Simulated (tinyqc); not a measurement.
Inside a calculation. Method: MP2 on RHF in the 3-21g basis, for H2, spin multiplicity 1. Computed by tinyqc, a small Python program that keeps every step (integrals from PySCF). Settings: charge = 0, multiplicity = 1, basis = 3-21g, method = RHF, energy threshold = 1e-10, iteration cap = 87, orthogonalisation = symmetric, start = atomic densities, DIIS depth = 6. Command: `OMP_NUM_THREADS=1 python tinyqc.py 25690 25691 out.jsonl` (the two numbers bound the seeds that draw the settings). One thread of a shared host (Intel(R) Xeon(R) Processor @ 2.60GHz), about 0.1 s of CPU time with the checks. The early iterations of the SCF are left out here.

## One-electron integrals

Geometry (angstrom):
```
atom       x       y       z
H     0.0000  0.0000  0.0000
H     0.0000  0.0000  1.1230
```

Basis 3-21g: exponents (1/bohr^2) and contraction coefficients of normalised primitives:
```
element  l (shell)  exponent  coefficient
H            s (1)    5.4472       0.1563
H            s (1)    0.8245       0.9047
H            s (2)    0.1832       1.0000
```

Overlap, kinetic and nuclear-attraction integrals over the contracted functions; the nuclear repulsion is the sum of Za Zb / Rab.

nuclear repulsion = 0.471217 hartree

overlap S:
```
        1H 1s   1H 2s   2H 1s   2H 2s
1H 1s  1.0000  0.6459  0.1341  0.3269
1H 2s  0.6459  1.0000  0.3269  0.6620
2H 1s  0.1341  0.3269  1.0000  0.6459
2H 2s  0.3269  0.6620  0.6459  1.0000
```

kinetic energy T (hartree):
```
         1H 1s   1H 2s    2H 1s   2H 2s
1H 1s   1.5494  0.2932  -0.0530  0.0809
1H 2s   0.2932  0.2748   0.0809  0.1319
2H 1s  -0.0530  0.0809   1.5494  0.2932
2H 2s   0.0809  0.1319   0.2932  0.2748
```

nuclear attraction V (hartree):
```
         1H 1s    1H 2s    2H 1s    2H 2s
1H 1s  -2.1921  -1.0863  -0.2465  -0.5605
1H 2s  -1.0863  -1.1216  -0.5605  -0.7939
2H 1s  -0.2465  -0.5605  -2.1921  -1.0863
2H 2s  -0.5605  -0.7939  -1.0863  -1.1216
```

core Hamiltonian H = T + V (hartree):
```
         1H 1s    1H 2s    2H 1s    2H 2s
1H 1s  -0.6427  -0.7931  -0.2995  -0.4796
1H 2s  -0.7931  -0.8468  -0.4796  -0.6620
2H 1s  -0.2995  -0.4796  -0.6427  -0.7931
2H 2s  -0.4796  -0.6620  -0.7931  -0.8468
```

## Two-electron integrals

Functions are numbered as in S; the eight-fold symmetry (ij|kl) = (ji|kl) = (kl|ij) leaves the list below.

Two-electron integrals (ij|kl) in chemists' order, unique and non-zero (hartree):
```
(11|11) 1.1401   (21|11) 0.6114   (21|21) 0.3452   (22|11) 0.6264
(22|21) 0.3803   (22|22) 0.4830   (31|11) 0.1075   (31|21) 0.0633
(31|22) 0.0745   (31|31) 0.0184   (32|11) 0.1786   (32|21) 0.1116
(32|22) 0.1498   (32|31) 0.0359   (32|32) 0.0878   (33|11) 0.4691
(33|21) 0.2999   (33|22) 0.4259   (33|31) 0.1075   (33|32) 0.2991
(33|33) 1.1401   (41|11) 0.2991   (41|21) 0.1702   (41|22) 0.1899
(41|31) 0.0359   (41|32) 0.0650   (41|33) 0.1786   (41|41) 0.0878
(42|11) 0.3712   (42|21) 0.2282   (42|22) 0.2990   (42|31) 0.0548
(42|32) 0.1219   (42|33) 0.3712   (42|41) 0.1219   (42|42) 0.2116
(43|11) 0.2999   (43|21) 0.1906   (43|22) 0.2685   (43|31) 0.0633
(43|32) 0.1702   (43|33) 0.6114   (43|41) 0.1116   (43|42) 0.2282
(43|43) 0.3452   (44|11) 0.4259   (44|21) 0.2685   (44|22) 0.3775
(44|31) 0.0745   (44|32) 0.1899   (44|33) 0.6264   (44|41) 0.1498
(44|42) 0.2990   (44|43) 0.3803   (44|44) 0.4830
```

## Orthogonalisation

S = U s U^T; symmetric (Loewdin) form X = U s^(-1/2) U^T, so that X^T S X = 1.

eigenvalues of S: 0.1879  0.3901  1.0160  2.4060

X:
```
         1H 1s    1H 2s    2H 1s    2H 2s
1H 1s   1.2393  -0.4840   0.0089   0.0225
1H 2s  -0.4840   1.5331   0.0225  -0.5354
2H 1s   0.0089   0.0225   1.2393  -0.4840
2H 2s   0.0225  -0.5354  -0.4840   1.5331
```

## Iteration 5 (converged): orbitals

converged F (hartree):
```
         1H 1s    1H 2s    2H 1s    2H 2s
1H 1s   0.2465  -0.3934  -0.3382  -0.3724
1H 2s  -0.3934  -0.2954  -0.3724  -0.3585
2H 1s  -0.3382  -0.3724   0.2465  -0.3934
2H 2s  -0.3724  -0.3585  -0.3934  -0.2954
```

Diagonalise F' = X^T F X, C = X C', fill 1 alpha and 1 beta electrons from the bottom; D = 2 C_occ C_occ^T. Each column has its largest component positive (the first on a tie).

F' = X^T F X (hartree):
```
         1        2        3        4
1   0.7638  -0.6259  -0.1636  -0.1369
2  -0.6259   0.2493  -0.1369  -0.2145
3  -0.1636  -0.1369   0.7638  -0.6259
4  -0.1369  -0.2145  -0.6259   0.2493
```

orbital energies (hartree): MO1 -0.4960, MO2 0.1544, MO3 1.1310, MO4 1.2368

coefficients C:
```
          MO1      MO2      MO3      MO4
1H 1s  0.2363   0.1625   0.9108  -0.9267
1H 2s  0.3926   1.0446  -0.6709   1.0846
2H 1s  0.2363  -0.1625   0.9108   0.9267
2H 2s  0.3926  -1.0446  -0.6709  -1.0846
```

D after iteration 5:
```
        1H 1s   1H 2s   2H 1s   2H 2s
1H 1s  0.1116  0.1855  0.1116  0.1855
1H 2s  0.1855  0.3083  0.1855  0.3083
2H 1s  0.1116  0.1855  0.1116  0.1855
2H 2s  0.1855  0.3083  0.1855  0.3083
```

## Convergence

Stop when the energy changes by less than 1e-10 hartree and every element of the error matrix X^T (F D S - S D F) X is below 3e-06.

Course of the cycle:
```
iteration  E (hartree)     change  largest element of the error matrix
1            -0.726174          -                             1.11e-01
2            -1.067328  -3.41e-01                             8.68e-03
3            -1.067434  -1.06e-04                             1.62e-03
4            -1.067438  -3.80e-06                             6.31e-08
5            -1.067438  -4.22e-15                             2.46e-08
```

PySCF RHF in the same basis = -1.067438 hartree

Converged in 5 iterations.

## Integrals over molecular orbitals

(pq|rs) = sum C_ip C_jq C_kr C_ls (ij|kl), one index at a time.

one-electron integrals over orbitals h = C^T H C (hartree):
```
         1        2        3       4
1  -1.0427   0.0000  -0.1176  0.0000
2   0.0000  -0.6342   0.0000  0.1812
3  -0.1176   0.0000   0.1894  0.0000
4   0.0000   0.1812   0.0000  0.2363
```

Two-electron integrals over orbitals (pq|rs), unique and non-zero (hartree):
```
(11|11) 0.5467    (21|21) 0.1245    (22|11) 0.4565    (22|22) 0.4270
(31|11) 0.1176    (31|22) 0.0769    (31|31) 0.0879    (32|21) 0.0301
(32|32) 0.0464    (33|11) 0.5148    (33|22) 0.4375    (33|31) 0.1238
(33|33) 0.5155    (41|21) -0.0772   (41|32) -0.0607   (41|41) 0.0966
(42|11) -0.1292   (42|22) -0.0801   (42|31) -0.0816   (42|33) -0.1318
(42|42) 0.0864    (43|21) -0.1419   (43|32) -0.0638   (43|41) 0.1240
(43|43) 0.2046    (44|11) 0.5485    (44|22) 0.4678    (44|31) 0.1577
(44|33) 0.5529    (44|42) -0.1578   (44|44) 0.6103
```

## Second-order Moller-Plesset energy

Hartree-Fock energy = -1.067438 hartree

E2 = sum_ijab (ia|jb) [2 (ia|jb) - (ib|ja)] / (e_i + e_j - e_a - e_b) over occupied i, j and virtual a, b; the opposite-spin part is (ia|jb)^2 / denominator, the rest is same-spin, and SCS-MP2 scales them by 6/5 and 1/3.

Terms:
```
i  j  a  b  (ia|jb)  (ib|ja)  denominator     term
1  1  2  2   0.1245   0.1245      -1.3008  -0.0119
1  1  4  4   0.0966   0.0966      -3.4656  -0.0027
1  1  4  2  -0.0772  -0.0772      -2.3832  -0.0025
1  1  2  4  -0.0772  -0.0772      -2.3832  -0.0025
1  1  3  3   0.0879   0.0879      -3.2540  -0.0024
```

Pair energies (hartree; pair i-j sums ij and ji):
```
pair  opposite spin  same spin
1-1         -0.0220          0
```

MP2 correlation energy = -0.021991 hartree

SCS-MP2 correlation energy = -0.026389 hartree

MP2 total energy = -1.089429 hartree
